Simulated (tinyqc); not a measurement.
Reverse leakage of an n+-p junction: diffusion, generation, trap-assisted and band-to-band tunnelling: two steps of the calculation.

One-sided abrupt junction in the depletion approximation, x from the junction (0) to W on the p side, field F = F0 (1 - x/W). Flat quasi-Fermi levels, long p side. Traps generate through SRH with both lifetimes shortened by 1 + Gamma (Hurkx enhancement, form for moderate fields); band-to-band generation is local and needs a total bending above Eg.

Values chosen for this exercise; band and dielectric values close to those of silicon:

| symbol | value | unit | meaning |
|---|---|---|---|
| T | 250 | K | temperature |
| Eg | 1.11 | eV | band gap |
| eps_r | 11.8 |  | relative permittivity |
| Nc | 2.13e19 | cm^-3 | conduction-band density of states at T |
| Nv | 2.01e19 | cm^-3 | valence-band density of states at T |
| Na | 7.5e16 | cm^-3 | acceptor density of the lighter side |
| Nd | 1e19 | cm^-3 | donor density of the heavier side |
| tau | 3e-7 | s | SRH lifetime of both carriers at zero field |
| Et | 0.08 | eV | trap level above the intrinsic level |
| mt | 0.24 | m0 | tunnelling mass |
| Dn | 28 | cm^2/s | electron diffusion coefficient on the lighter side |
| Ab | 2.1e14 | cm^-0.5 V^-2.5 s^-1 | band-to-band prefactor |
| Bb | 1.91e7 | V/cm | band-to-band field constant |
| VR | 1.7 | V | reverse bias |

Constants: q = 1.602176634e-19 C, kB = 1.380649e-23 J/K, hbar = 1.054571817e-34 J s, m0 = 9.1093837015e-31 kg, Vt = kB T/q, eps0 = 8.8541878128e-14 F/cm where lengths are in cm. Results are converted to the units shown.

Task 1. Field, scales and diffusion current. ni = sqrt(Nc Nv) exp(-Eg/(2 Vt)), Eg in volts; Vbi = Vt ln(Na Nd/ni^2); W = sqrt(2 eps0 eps_r (Vbi + VR)/(q Na)); F0 = 2 (Vbi + VR)/W; FG = sqrt(24 mt m0 (kB T)^3)/(q hbar); J_diff = q ni^2 sqrt(Dn/tau)(1 - exp(-VR/Vt))/Na.

Wanted: ni; Vbi; W; F0; FG; J_diff.

Result 1.

ni = 1.341e8 cm^-3
Vbi = 0.9733 V
W = 215.6 nm
F0 = 248.0 kV/cm
FG = 274.9 kV/cm
J_diff = 3.712e-16 A/cm^2

Task 2. Generation rates across the layer. u = (Vbi + VR)(1 - x/W)^2, p = Na exp(-u/Vt), n = Nd exp((u - Vbi - VR)/Vt); G0 = ni^2 (1 - exp(-VR/Vt))/(tau (n + p + 2 ni cosh(Et/Vt))); Gamma = 2 sqrt(3 pi)(F/FG) exp((F/FG)^2); trap-assisted part G0 Gamma; G_bb = Ab F^2.5 exp(-Bb/F) with F in V/cm, zero unless Vbi + VR > Eg, and counted as zero under 1 cm^-3 s^-1. 16 equal steps.

ni = 1.3411590e8 cm^-3
Vbi = 0.97326212 V
W = 215.60822 nm
F0 = 247.97405 kV/cm
FG = 274.91860 kV/cm

Find: x; F; Gamma; G0; G0 Gamma; G_bb.

Result 2.

```
point	x (nm)	F (kV/cm)	Gamma	G0 (cm^-3 s^-1)	G0 Gamma (cm^-3 s^-1)	G_bb (cm^-3 s^-1)
0	0.00	247.97	12.494	5995.7	74911	0.0000
1	13.48	232.48	10.614	2.0084e10	2.1318e11	0.0000
2	26.95	216.98	9.0344	1.0894e13	9.8421e13	0.0000
3	40.43	201.48	7.6992	1.0899e13	8.3911e13	0.0000
4	53.90	185.98	6.5642	1.0899e13	7.1541e13	0.0000
5	67.38	170.48	5.5930	1.0899e13	6.0956e13	0.0000
6	80.85	154.98	4.7563	1.0899e13	5.1837e13	0.0000
7	94.33	139.49	4.0298	1.0899e13	4.3920e13	0.0000
8	107.80	123.99	3.3937	1.0899e13	3.6987e13	0.0000
9	121.28	108.49	2.8312	1.0891e13	3.0836e13	0.0000
10	134.76	92.99	2.3286	8.0141e12	1.8661e13	0.0000
11	148.23	77.49	1.8738	1.4446e11	2.7068e11	0.0000
12	161.71	61.99	1.4568	1.8658e9	2.7180e9	0.0000
13	175.18	46.50	1.0685	6.2714e7	6.7013e7	0.0000
14	188.66	31.00	0.70113	5.5567e6	3.8960e6	0.0000
15	202.13	15.50	0.34724	1.2980e6	4.5073e5	0.0000
16	215.61	0.00	0	7.9943e5	0	0.0000
```

Range of the model: The n+ side is degenerate, so Vbi from Boltzmann statistics is only a guide.

tinyqc, about 0.01 s, one thread, Intel Xeon 2.30GHz (shared host): `OMP_NUM_THREADS=1 python tinyqc.py 2290121 2290122 out.jsonl`
